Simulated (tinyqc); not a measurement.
From results back to parameters: one-oscillator model of a band gap. Four cases, with inputs chosen for the exercise.

Problem. A gap follows E(T) = E0 - s1 t1/(exp(t1/T) - 1) with the zero-point term ZP = s1 t1/2, which scales as M^(-1/2). The shift of E0 on going from M to M + dM and the limiting slope at high T are given.

Case 1.

Values chosen (out of a larger set: near those of AlN; not measured data): M = 20.54 u (mean atomic mass); dM = 1.51 u (change of the mean mass (not bounded by the natural isotopes)).

shift of E0 = 11.468151 meV
limiting slope s1 = 0.830 meV/K

Case 2.

Values chosen (out of a larger set: near those of GaN; not measured data): M = 41.9 u (mean atomic mass); dM = -1.28 u (change of the mean mass (not bounded by the natural isotopes)).

shift of E0 = -2.613012 meV
limiting slope s1 = 0.598 meV/K

Case 3.

Values chosen (out of a larger set: near those of SiC; not measured data): M = 20.04 u (mean atomic mass); dM = 1.37 u (change of the mean mass (not bounded by the natural isotopes)).

shift of E0 = 7.170732 meV
limiting slope s1 = 0.530 meV/K

Case 4.

Values chosen (out of a larger set: near those of GaN; not measured data): M = 41.95 u (mean atomic mass); dM = -0.66 u (change of the mean mass (not bounded by the natural isotopes)).

shift of E0 = -1.171827 meV
limiting slope s1 = 0.564 meV/K

Find: sqrt(M/(M + dM)); ZP; t1.

Solution. The shift is ZP (1 - sqrt(M/(M + dM))); then t1 = 2 ZP/s1.

Case 1.

sqrt(M/(M + dM)) = 0.965152
ZP = 329.10 meV
t1 = 793 K

Case 2.

sqrt(M/(M + dM)) = 1.015634
ZP = 167.14 meV
t1 = 559 K

Case 3.

sqrt(M/(M + dM)) = 0.967477
ZP = 220.48 meV
t1 = 832 K

Case 4.

sqrt(M/(M + dM)) = 1.007961
ZP = 147.20 meV
t1 = 522 K

Computed by tinyqc, one run a case: `OMP_NUM_THREADS=1 python tinyqc.py N N+1 out.jsonl` with N = 1850346, 1850357, 1850364, 1850381; one thread of a shared Intel(R) Xeon(R) Processor @ 2.30GHz, about 0.01 s a run at most.
